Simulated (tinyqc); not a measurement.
# Small-signal admittance of a forward-biased p+-n diode: what changes with what

Holes injected into a neutral base of width wb with an ohmic contact at its end; low injection, p0 far above the equilibrium density. A small voltage v exp(i w t), w = 2 pi f, modulates the edge density by p0 v/Vt, and the small-signal density obeys Dp d2p/dx2 = (1/tau + i w) p.

Values chosen for this exercise; permittivity close to that of silicon:
- T = 275 K (temperature)
- eps_r = 11.7 (relative permittivity)
- Nd = 5e16 cm^-3 (donor density of the base)
- Dp = 5.3 cm^2/s (hole diffusion coefficient)
- tau = 4e-9 s (hole lifetime)
- wb = 4.8 um (width of the neutral base)
- p0 = 4.5e13 cm^-3 (excess hole density at the junction edge)
- Na = 2e19 cm^-3 (acceptor density of the p+ side)
- Rs = 0.00069 ohm cm^2 (series resistance)
- f = 4.8e7 Hz (signal frequency)

Constants: q = 1.602176634e-19 C, kB = 1.380649e-23 J/K, Vt = kB T/q, eps0 = 8.8541878128e-14 F/cm where lengths are in cm. Results are converted to the units shown.

Each table varies one quantity; the others keep the values above.

## Admittance against frequency

L = sqrt(Dp tau); direct current J = (q Dp p0/L) coth(wb/L); k = sqrt(1 + i w tau)/L; diffusion admittance Y = (q Dp p0/Vt) k coth(k wb) = G + i w C_diff; junction capacitance C_j = sqrt(q eps0 eps_r Nd/(2 Vr)) in the depletion approximation, with the remaining barrier Vr = Vt ln(Na/p0), a rough value under forward bias; base-width modulation is left out. Measured admittance 1/[Rs + 1/(Y + i w C_j)].

The same in every row: C_j (uF/cm^2) = 0.11604.

Result of one run:
```
f (Hz),w tau,G (S/cm^2),C_diff (uF/cm^2),measured G (S/cm^2),measured C (uF/cm^2),phase of the measured Y (degrees)
3e9,75.398,68.450,0.0035835,1017.8,0.034010,32.206
```

What becomes of these results when the signal frequency f is changed from 3e9 to 6e5 Hz, all else the same?

Result of the changed run:
```
f (Hz),w tau,G (S/cm^2),C_diff (uF/cm^2),measured G (S/cm^2),measured C (uF/cm^2),phase of the measured Y (degrees)
6e5,0.015080,11.105,0.021808,11.021,0.13576,2.6588
```

The whole series:
```
f (Hz),w tau,G (S/cm^2),C_diff (uF/cm^2),measured G (S/cm^2),measured C (uF/cm^2),phase of the measured Y (degrees)
1e5,0.0025133,11.105,0.021809,11.020,0.13576,0.44346
6e5,0.015080,11.105,0.021808,11.021,0.13576,2.6588
2e6,0.050265,11.108,0.021803,11.026,0.13575,8.7951
1e7,0.25133,11.183,0.021678,11.148,0.13561,37.392
4e7,1.0053,12.161,0.020107,12.847,0.13381,69.093
2e8,5.0265,19.380,0.012656,36.257,0.12382,76.883
7e8,17.593,33.792,0.0072588,200.04,0.10385,66.349
3e9,75.398,68.450,0.0035835,1017.8,0.034010,32.206
1e10,251.33,124.39,0.0019719,1391.7,0.0043142,11.021
```

G starts at J/Vt = 11.1 S/cm^2 and C_diff at (J tau/(2 Vt))(1 - 2 x/sinh 2x) = 0.0218 uF/cm^2, x = wb/L = 3.30. Between the last two rows G goes as f^(0.50) and C_diff as f^(-0.50); the limits are 1/2 and -1/2, reached when the signal penetrates only sqrt(Dp/w). The measured C is 1.5 % below C_diff + C_j in the first row and 96 % below it in the last, the difference being due to Rs.

## Effect of the excess hole density at the junction edge

Same model as above.

The same in every row: w tau = 1.206.

Effect of the excess hole density at the junction edge:
```
p0 (cm^-3),G (S/cm^2),C_diff (uF/cm^2),C_j (uF/cm^2),measured G (S/cm^2),measured C (uF/cm^2),phase of the measured Y (degrees)
5e9,0.001392,2.172e-6,0.08899,0.4983,0.08896,88.94
5e10,0.01392,2.172e-5,0.09402,0.5688,0.09401,88.85
5e11,0.1392,2.172e-4,0.1000,0.7693,0.1002,88.54
5e12,1.392,0.002172,0.1073,2.141,0.1092,86.28
5e13,13.92,0.02172,0.1165,14.95,0.1355,69.90
5e14,139.2,0.2172,0.1285,132.7,0.2865,33.07
5e15,1392,2.172,0.1453,752.3,0.5684,12.84
```

What does the table show?

As p0 goes from 5e9 to 5e15, G rises from 0.00139 to 1390 S/cm^2, C_diff rises from 2.17e-6 to 2.17 uF/cm^2 and the measured C rises from 0.0890 to 0.568 uF/cm^2. C_diff exceeds C_j for p0 = 5e14, 5e15.

Computed by the program tinyqc: `OMP_NUM_THREADS=1 python tinyqc.py 2890187 2890188 out.jsonl`, one thread of a shared Intel Xeon 2.30GHz, about 0.01 s for the whole run.
